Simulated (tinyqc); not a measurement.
Closing and inverting the gap: three-level Kane dispersion of a narrow-gap semiconductor.

Zero of energy at Gamma8, c = hbar^2/2m0, P^2 = Ep c. The free-electron term and remote bands are left out, so the heavy holes are flat at E = 0 and the other three bands obey E (E - Eg)(E + Dso) = P^2 k^2 (E + 2 Dso/3). The conduction band is the highest root; its edge is Ec = max(Eg, 0).

Constants: hbar^2/2m0 = 3.80998211 eV angstrom^2.

Inputs chosen for the exercise (out of a larger set: near those of GaSb; not measured data):
- Dso = 0.79 eV (spin-orbit splitting)
- Ep = 27.8 eV (Kane energy)
- k = 0.019 1/angstrom (wave vector)

Eg is varied at fixed k, Dso and Ep. Edge mass: Eg (Eg + Dso)/(Ep (Eg + 2 Dso/3)) for Eg > 0, 3 |Eg|/(2 Ep) for Eg < 0. The Gamma6 weight of the conduction state is 1/(1 + P^2 k^2 [(2/3)/E^2 + (1/3)/(E + Dso)^2]).

Results:

| Eg (eV) | m0* | highest root (eV) | middle (eV) | lowest (eV) | E - Ec (meV) | Gamma6 weight |
|---|---|---|---|---|---|---|
| -0.200 | 0.01079 | 0.0919 | -0.2699 | -0.8120 | 91.9 | 0.248 |
| -0.100 | 0.00540 | 0.1223 | -0.2035 | -0.8088 | 122.3 | 0.368 |
| -0.040 | 0.00216 | 0.1470 | -0.1697 | -0.8073 | 147.0 | 0.456 |
| -0.010 | 0.00054 | 0.1614 | -0.1547 | -0.8067 | 161.4 | 0.502 |
| 0.010 | 0.00054 | 0.1717 | -0.1455 | -0.8062 | 161.7 | 0.532 |
| 0.040 | 0.00211 | 0.1884 | -0.1327 | -0.8057 | 148.4 | 0.577 |
| 0.100 | 0.00511 | 0.2256 | -0.1110 | -0.8046 | 125.6 | 0.661 |
| 0.200 | 0.00980 | 0.2974 | -0.0843 | -0.8031 | 97.4 | 0.770 |

What can be read from this table?

The edge mass vanishes with |Eg| from both sides, yet the kinetic energy at this k stays finite, at most 161.7 meV in the table; at Eg = 0 the two-level form, without the split-off band, gives the linear value sqrt(2/3) P k = 159.7 meV. The Gamma6 weight of the conduction state goes smoothly from 0.25 to 0.77 and is 0.50 and 0.53 in the two rows next to Eg = 0: at finite k nothing jumps at the inversion.

Computed by tinyqc, a small Python program: `OMP_NUM_THREADS=1 python tinyqc.py 1050356 1050357 out.jsonl` (the numbers bound the seed that draws the inputs); one thread of a shared host (Intel(R) Xeon(R) Processor @ 2.30GHz), about 0.01 s for the whole set of steps.
